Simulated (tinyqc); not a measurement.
Conductance of a narrow metal strip with scatterers (square lattice, Green functions): one step. The scatterer in the mode basis. Two cases, with inputs chosen for the exercise.

Task: Form V_nm.

A strip of W sites across with hard walls, site energy 0 and hopping -t. Mode n = 1 to W has profile chi_n(j) = sqrt(2/(W + 1)) sin(n j pi/(W + 1)) and energy en = -2t cos(n pi/(W + 1)); E = en - 2t cos(kn a). With z_n = exp(i kn a) (Im k > 0 for closed modes, |z| < 1) each lead gives the self-energy -t z_n in mode n. One column carries the site energies v, here a notch at the edge (a site raised out of reach). In the mode basis V_nm = sum_j chi_n(j) v_j chi_m(j), G = (E - en + 2 t z_n - V)^-1, and t_nm = 2t sqrt(sin(kn a) sin(km a)) G_nm in size for open modes. T = sum |t_nm|^2, conductance (2e^2/h) T.

Give: V.

Case 1.

Values chosen (out of a larger set: hopping and spacing of the size met in Cu or Al; the lattice is a model; not measured data): W = 4 (sites across); v = (50, 0, 0, 0) eV (site energies in the scattering column).

Result:

V (eV), rows n=1, n=2, n=3, n=4 and columns alike:
$$\begin{pmatrix}
6.9098 & 11.1803 & 11.1803 & 6.9098 \\
11.1803 & 18.0902 & 18.0902 & 11.1803 \\
11.1803 & 18.0902 & 18.0902 & 11.1803 \\
6.9098 & 11.1803 & 11.1803 & 6.9098
\end{pmatrix}$$

Case 2.

Values chosen (out of a larger set: hopping and spacing of the size met in Cu or Al; the lattice is a model; not measured data): W = 4 (sites across); v = (50, 0, 0, 0) eV (site energies in the scattering column).

Result:

V (eV), rows n=1, n=2, n=3, n=4 and columns alike:
$$\begin{pmatrix}
6.9098 & 11.1803 & 11.1803 & 6.9098 \\
11.1803 & 18.0902 & 18.0902 & 11.1803 \\
11.1803 & 18.0902 & 18.0902 & 11.1803 \\
6.9098 & 11.1803 & 11.1803 & 6.9098
\end{pmatrix}$$

A single site couples every mode that has amplitude on it.

Computed by tinyqc, one run a case: `OMP_NUM_THREADS=1 python tinyqc.py N N+1 out.jsonl` with N = 1480009, 1481329; one thread of a shared Intel(R) Xeon(R) Processor @ 2.30GHz, about 0.01 s a run at most.
